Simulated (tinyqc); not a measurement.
# Resistance of a tapered via with liner, size effect and interface: effects of single changes

A round via whose diameter grows from db at the bottom as D(z) = db + 2 z/tan(ang). The fill, of diameter D - 2 tl, starts above the bottom liner (thickness fb tl) and has rho = rho0 (1 + ks lam/(D - 2 tl)); the sidewall liner conducts in parallel with it. The bottom liner and the interface are crossed over the full area pi db^2/4. Spreading in the lines above and below is left out.

Values chosen for this exercise; fill metal close to molybdenum: diameter at the bottom db = 13 nm; height hv = 29 nm; sidewall angle ang = 88 degrees; bulk resistivity of the fill rho0 = 5.44 uohm cm; mean free path of the fill lam = 11.2 nm; size-effect factor ks = 0.8; liner on the sidewall tl = 0.4 nm; liner at the bottom over that on the sidewall fb = 0.5; resistivity of the liner rl = 250 uohm cm; interface resistivity at the bottom ri = 1.3e-12 ohm cm^2; ballistic conductance per area, about 3/(4 rho0 lam) Sb = 1.3e15 S/m^2; bulk resistivity of the second fill (close to tungsten) rho2 = 5.34 uohm cm; its mean free path lam2 = 15.6 nm; its liner tl2 = 1.8 nm.

Each table varies one quantity; the others keep the values above.

## Via resistance against the diameter at the bottom

Slices between z0 = fb tl and hv, evaluated at their midpoints: conductance per length pi/4 [(D - 2 tl)^2/rho + (D^2 - (D - 2 tl)^2)/rl], slice resistance = slice height over that. 2000 slices. R_fill = sum of the slices; R_bottom = rl fb tl/(pi db^2/4); R_interface = ri/(pi db^2/4); ballistic (Sharvin) limit 1/(Sb pi (db - 2 tl)^2/4); ideal cylinder rho0 hv/(pi db^2/4).

Via resistance against the diameter at the bottom:
```
db (nm),R_fill (ohm),R_bottom (ohm),R_interface (ohm),R (ohm),ballistic limit (ohm),R over ideal cylinder,largest part
6,129.3,17.68,4.598,151.6,36.22,2.716,fill
8.3,57.08,9.241,2.403,68.72,17.41,2.357,fill
11,28.67,5.261,1.368,35.30,9.414,2.126,fill
16,11.79,2.487,0.6466,14.93,4.239,1.902,fill
22,5.672,1.315,0.3420,7.329,2.179,1.766,fill
30,2.832,0.7074,0.1839,3.723,1.149,1.668,fill
42,1.356,0.3609,0.09383,1.811,0.5770,1.590,fill
58,0.6789,0.1892,0.04920,0.9173,0.2993,1.536,fill
80,0.3445,0.09947,0.02586,0.4698,0.1561,1.497,fill
```

What does the table show?

R falls from 152 to 0.470 ohm. The fill is the largest part at db = 6 and in all other rows. R goes as db^(-2.44) between the first two rows and db^(-2.08) between the last two; area alone gives -2.

## Via resistance against the height

Same model as above.

2000 slices.

The same in every row: R_bottom (ohm) = 3.767; R_interface (ohm) = 0.9794; ballistic limit (ohm) = 6.580.

Via resistance against the height:
```
hv (nm),R_fill (ohm),R (ohm),R over ideal cylinder,largest part
7.8,5.782,10.53,3.293,fill
11,8.047,12.79,2.838,fill
16,11.40,16.15,2.463,fill
24,16.36,21.10,2.146,fill
34,21.92,26.66,1.914,fill
50,29.61,34.35,1.676,fill
72,38.29,43.04,1.458,fill
100,47.03,51.77,1.263,fill
```

What does the table show?

R rises from 10.5 to 51.8 ohm. The fill is the largest part at hv = 7.8 and in all other rows. The share of the two bottom terms goes from 45.1 to 9.17 %. For hv = 7.8, 11, 16 the ballistic limit exceeds half of R_fill, so the diffusive model understates R.

## Two fill metals against the diameter

2000 slices. R_fill = sum of the slices; R_bottom = rl fb tl/(pi db^2/4); R_interface = ri/(pi db^2/4). The second fill has rho2, lam2 and tl2 in place of rho0, lam and tl.

Result of one run:
```
db (nm),"R, first fill (ohm)","R, second fill (ohm)",ratio second/first
35,2.6715,4.9725,1.8613
```

What becomes of these results when the diameter at the bottom db is changed from 35 to 100 nm, all else the same?

Result of the changed run:
```
db (nm),"R, first fill (ohm)","R, second fill (ohm)",ratio second/first
100,0.29652,0.52962,1.7861
```

The whole series:
```
db (nm),"R, first fill (ohm)","R, second fill (ohm)",ratio second/first
6,151.57,704.80,4.6501
8.5,64.915,199.80,3.0779
12,28.830,69.395,2.4070
17,13.018,27.293,2.0965
24,6.0522,11.772,1.9451
35,2.6715,4.9725,1.8613
49,1.3071,2.3815,1.8221
70,0.61973,1.1149,1.7990
100,0.29652,0.52962,1.7861
```

The ratio goes from 4.65 to 1.79. The first fill gives the lower R in every row.

Numbers from tinyqc (`OMP_NUM_THREADS=1 python tinyqc.py 2750108 2750109 out.jsonl`; about 0.01 s on one thread of a shared Intel Xeon 2.30GHz).
